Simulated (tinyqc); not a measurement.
Square on-chip spiral inductor, lumped pi model: quality factor against frequency.

Outer diameter do = di + 2 n wd + 2 (n - 1) sp, mean da = (do + di)/2, fill p = (do - di)/(do + di), length l = 4 n da. L = 2.34 mu0 n^2 da/(1 + 2.75 p), mu0 = 4 pi 1e-7 H/m. Rs = rho l/(wd delta (1 - exp(-th/delta))), delta = sqrt(rho/(pi f mu0)). Cs = n wd^2 eps0 eo/hu across the coil. At each end Cox = l wd eps0 eo/(2 ho) leads to the substrate branch Rsi = 2 rs he/(l wd) in parallel with Csi = l wd eps0 11.7/(2 he). With one end grounded Y = 1/(Rs + i w L) + i w Cs + 1/[1/(i w Cox) + 1/(1/Rsi + i w Csi)], w = 2 pi f; Q = -Im Y/Re Y. Eddy currents in neighbouring turns and in the substrate are left out.

Apparent inductance Im(1/Y)/w; share of the loss Re(substrate branch)/Re Y.

Values chosen for this exercise; values of the order met in silicon radio-frequency processes:
```
symbol,value,unit,meaning
n,4.5,,number of turns
wd,20,um,line width
sp,3,um,space between turns
di,140,um,inner diameter
th,2,um,metal thickness
rho,3,uohm cm,metal resistivity
ho,3.2,um,oxide below the coil
hu,1.3,um,oxide between coil and underpass
eo,3,,relative permittivity of the oxide
rs,100,ohm cm,substrate resistivity
he,30,um,effective spreading depth in the substrate
```

Constants: eps0 = 8.8541878128e-12 F/m. Results are converted to the units shown.

Result of one run:

| f (GHz) | Rs (ohm) | w L/Rs | Q | apparent inductance (nH) | loss in the substrate (%) |
|---|---|---|---|---|---|
| 1 | 4.566 | 9.170 | 7.074 | 6.954 | 18.85 |

What becomes of these results when the frequency f is changed from 1 to 0.61 GHz, all else the same?

Result of the changed run:

| f (GHz) | Rs (ohm) | w L/Rs | Q | apparent inductance (nH) | loss in the substrate (%) |
|---|---|---|---|---|---|
| 0.61 | 4.253 | 6.005 | 5.464 | 6.785 | 6.829 |

The whole series:

| f (GHz) | Rs (ohm) | w L/Rs | Q | apparent inductance (nH) | loss in the substrate (%) |
|---|---|---|---|---|---|
| 0.086 | 3.604 | 0.9989 | 0.9973 | 6.662 | 0.01815 |
| 0.14 | 3.707 | 1.581 | 1.575 | 6.668 | 0.08188 |
| 0.23 | 3.844 | 2.505 | 2.481 | 6.683 | 0.4132 |
| 0.37 | 4.016 | 3.858 | 3.745 | 6.714 | 1.811 |
| 0.61 | 4.253 | 6.005 | 5.464 | 6.785 | 6.829 |
| 1 | 4.566 | 9.170 | 7.074 | 6.954 | 18.85 |
| 1.6 | 4.961 | 13.50 | 7.489 | 7.388 | 37.74 |
| 2.7 | 5.558 | 20.34 | 5.549 | 9.072 | 61.74 |
| 4.4 | 6.321 | 29.14 | 1.574 | 18.23 | 79.29 |

Q goes from 0.997 through a maximum of 7.49 (at f = 1.6 GHz among the rows listed) to 1.57; the exact peak is 7.55 at 1.42 GHz and Q reaches zero at the self-resonance, 5.13 GHz. The share of the substrate rises from 0.0182 to 79.3 %, and the apparent inductance ends at 2.74 times L. At the peak the substrate takes 32.5 % of the loss.

Program tinyqc, `OMP_NUM_THREADS=1 python tinyqc.py 2302124 2302125 out.jsonl`; Intel Xeon 2.30GHz, shared host, one thread, about 0.01 s.
